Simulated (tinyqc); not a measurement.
Inside a calculation. Model: capillary instabilities by surface diffusion: grooving and agglomeration of films, edge retraction, wire break-up and smoothing of roughness. Computed by tinyqc, a small Python program that keeps every step. Command: `OMP_NUM_THREADS=1 python tinyqc.py 3009652 3009653 out.jsonl dewet walk`. One thread of a shared host (Intel(R) Xeon(R) Processor @ 2.30GHz), about 0.01 s of CPU time with the checks. Intermediate numbers are printed to about 7 digits and carried at full precision; extremes and crossings named in words are read from the listed rows.

Isotropic surface energy; shapes change by surface diffusion alone.

Inputs (values chosen for the exercise, for a model film): surface energy gamma_s = 2 J/m^2; grain-boundary energy gamma_b = 0.53 J/m^2; contact angle on the substrate theta = 130 degrees; atomic volume Omega = 11.1 angstrom^3; surface sites nu = 13 1/nm^2; prefactor D0 = 0.00074 m^2/s; activation energy Q = 1.75 eV; temperature T = 738 K; time t = 36 s; film thickness h = 4.5 nm; grain radius R = 49 nm; wire radius r = 5 nm; initial ripple over radius = 0.02; roughness wavelength lambda = 17 nm.

Grooves: at the surface only.

Constants: k_B = 8.617333262e-05 eV/K; k_B = 1.380649e-23 J/K.

## The Mullins constant

B = D_s nu gamma_s Omega^2/(k_B T), D_s = D0 exp(-Q/(k_B T)).

D_s = 8.289688e-16 m^2/s

B = 260.6261 nm^4/s

length (B t)^(1/4) = 9.841926 nm

Lengths grow as t^(1/4): doubling one takes 16 times as long, or roughly 86 K more.

## Will grooves cut through?

Groove angle beta: sin(beta) = gamma_b/(2 gamma). For circular grains of radius R with spherical caps the groove ends (measured from the mean surface) at the depth R g(beta), g = (2 - 3 cos beta + cos^3 beta)/(3 sin^3 beta). The film parts if R g(beta_s) > h.

beta_s = 7.614082 degrees

sum of g = 0.03332079

critical R/h = 30.01130

final depth over h = 0.3628264

The grooves stop short by this estimate; triple junctions groove deeper and may still open.

## Groove growth in time

Mullins' isolated groove: depth below the flat surface d = 0.780 m (B t)^(1/4), m = tan(beta_s), width between the ridges 4.6 (B t)^(1/4); time to reach h: (h/(0.780 m))^4/B.

groove depth = 1.026211 nm

groove width = 45.27286 nm

time to reach the substrate = 13310.85 s

Caution: the grains are too small for the surface groove ever to reach the depth h.

## Retraction of a straight edge

A rim shaped as a circular segment with contact angle theta holds the area h x; its radius r obeys r^2 (theta - sin theta cos theta) = h x. To advance, the edge must carry a strip of the rim height H = r (1 - cos theta) over the rim, driven by the curvature 1/r over the distance r theta (the scaling argument of Brandon and Bradshaw): H dx/dt = B/(theta r^2) gives x^(5/2) = (5/2) B t c^(3/2)/(theta (1 - cos theta) h^(3/2)), c = theta - sin theta cos theta.

retraction x = 24.67669 nm

rim height H = 10.41770 nm

present speed = 0.2741855 nm/s

The rim is 2.3 times the film thickness. x goes as t^(2/5) h^(-3/5): thin films retract faster.

## Break-up of a free wire

A wire with r + A cos(k z) has dA/dt = (B/r^4) (kr)^2 [1 - (kr)^2] A: unstable for wavelengths above 2 pi r, fastest at kr = 1/sqrt 2 with the rate B/(4 r^4); break-up time about (4 r^4/B) ln(r/A0); each wavelength makes a sphere of radius (3 r^2 lambda_m/4)^(1/3).

fastest wavelength = 44.42883 nm

break-up time = 37.52525 s

radius of the spheres = 9.409258 nm

t over the break-up time = 0.9593541

The wire survives t. Caution: faceting can stabilise wires along low-index directions.

## Smoothing against break-up

Roughness of wavelength lambda on a flat face decays as exp[-B (2 pi/lambda)^4 t]; the smoothing time is that for a factor e^3.

Times (s); the last column is (h/(0.780 tan beta_s))^4/B:
```
T (K)    B (nm^4/s)     smoothing  wire break-up  groove to depth h
627    2.350356e+00  6.840121e+01   4.161096e+03       1.476012e+06
664    1.349124e+01  1.191642e+01   7.249193e+02       2.571413e+05
701    6.420632e+01  2.503916e+00   1.523223e+02       5.403134e+04
738    2.606261e+02  6.168501e-01   3.752525e+01       1.331085e+04
775    9.232552e+02  1.741308e-01   1.059302e+01       3.757524e+03
812    2.908177e+03  5.528110e-02   3.362952e+00       1.192896e+03
886    2.152380e+04  7.469278e-03   4.543835e-01       1.611776e+02
```

All times share 1/B, so their ratios do not depend on T: break-up over smoothing is 61. An anneal can smooth this roughness well before the wire breaks. Smoothing is safe for lambda well below 2 pi r, above which a ripple along the wire grows instead. B spans 4.0 decades over these rows.

Checks made by the program: g against the volume of a spherical cap (relative difference below 1e-10).
